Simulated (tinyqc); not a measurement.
Surface Green function of a zigzag honeycomb ribbon two chains wide, Sancho-Rubio decimation: densities of states against energy.

A semi-infinite lead of cells 0, 1, 2, ... with H0 inside a cell and H1 = <cell i|H|cell i + 1>. Cell of four sites joined 1-2-3-4 by -t; site 2 joins site 1 of the next cell and site 3 joins site 4 of the next cell. z = E + i eta.

Start with e_s = e = H0, a = H1, b = H1^dagger. Each round: g = (z - e)^(-1); e_s <- e_s + a g b; e <- e + a g b + b g a; a <- a g a; b <- b g b (all with the old a, b). Round k joins cells 2^k apart. Stop when the largest entry of the matrices a and b is below 1e-12 eV; g_s = (z - e_s)^(-1), bulk (z - e)^(-1), density of states -Im Tr/pi. Here eta = 0.01 eV. Open modes are the crossings of E with the bands of H0 + H1 exp(ik) + H1^dagger exp(-ik) for 0 < k < pi.

H0 (eV):
```
	1	2	3	4
1	0.09	-1	0	0
2	-1	-0.09	-1	0
3	0	-1	0.09	-1
4	0	0	-1	-0.09
```

H1 (eV):
```
	1	2	3	4
1	0	0	0	0
2	-1	0	0	0
3	0	0	0	-1
4	0	0	0	0
```

Result of one run:
```
E (eV)	open modes	rounds	surface (1/eV)	bulk (1/eV)
-2.82	0	5	0.0074438	0.014023
```

What becomes of these results when the energy E is changed from -2.82 to 1.79 eV, all else the same?

Result of the changed run:
```
E (eV)	open modes	rounds	surface (1/eV)	bulk (1/eV)
1.79	1	11	0.71272	0.44510
```

The whole series:
```
E (eV)	open modes	rounds	surface (1/eV)	bulk (1/eV)
-2.82	0	5	0.0074438	0.014023
-2.31	1	11	0.73684	0.67189
-1.79	1	11	0.71272	0.44510
-1.28	2	11	0.94676	1.0725
-0.77	1	11	0.63113	0.43905
-0.26	1	11	0.80053	0.48853
0.26	1	11	0.80053	0.48853
0.77	1	11	0.63113	0.43905
1.28	2	11	0.94676	1.0725
1.79	1	11	0.71272	0.44510
2.31	1	11	0.73684	0.67189
2.82	0	5	0.0074438	0.014023
```

The bands of the infinite lead run over -2.56 to -1.00, -1.56 to -0.0900, 0.0900 to 1.56, 1.00 to 2.56 eV. The rounds lie between 5 and 11, 5.0 on average outside the bands and 11.0 inside. The surface density of states is largest at E = -1.28 and 1.28 eV among the rows (0.947 1/eV, bulk 1.07).

tinyqc, about 0.07 s, one thread, Intel Xeon 2.30GHz (shared host): `OMP_NUM_THREADS=1 python tinyqc.py 2680106 2680107 out.jsonl`
